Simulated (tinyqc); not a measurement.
Four-point probe, van der Pauw, Hall and spreading-resistance readings of a semiconductor layer: one step, computed by the program tinyqc. Command: `OMP_NUM_THREADS=1 python tinyqc.py 3111418 3111419 out.jsonl probe walk`. One thread of a shared host (Intel(R) Xeon(R) Processor @ 2.30GHz), about 0.01 s of CPU time with the checks.

The layer is uniform and ohmic; contacts are points unless a radius is given.

Task: Spreading resistance. Flat disc contact with the current density of a half-space: R = (rho/(4 a)) c, c = (4/pi) int_0^infinity K(x t/a) sin(x) J1(x)/x^2 dx for a conducting backing, K = tanh, with the voltage averaged over the disc; c tends to 1 for t >> a.

Inputs (values chosen for the exercise, modelled on p-type silicon): layer thickness t = 1500 micrometre; radius a of the spreading-resistance contact = 3.1 micrometre.

Backing of the layer: conducting.

resistivity rho = 0.1830355 ohm cm

Give: rho/(4 a); factor c; spreading resistance; column estimate rho t/(pi a^2).

Result:

rho/(4 a) = 147.61 ohm

factor c = 0.99909

spreading resistance = 147.47 ohm

column estimate rho t/(pi a^2) = 90940 ohm
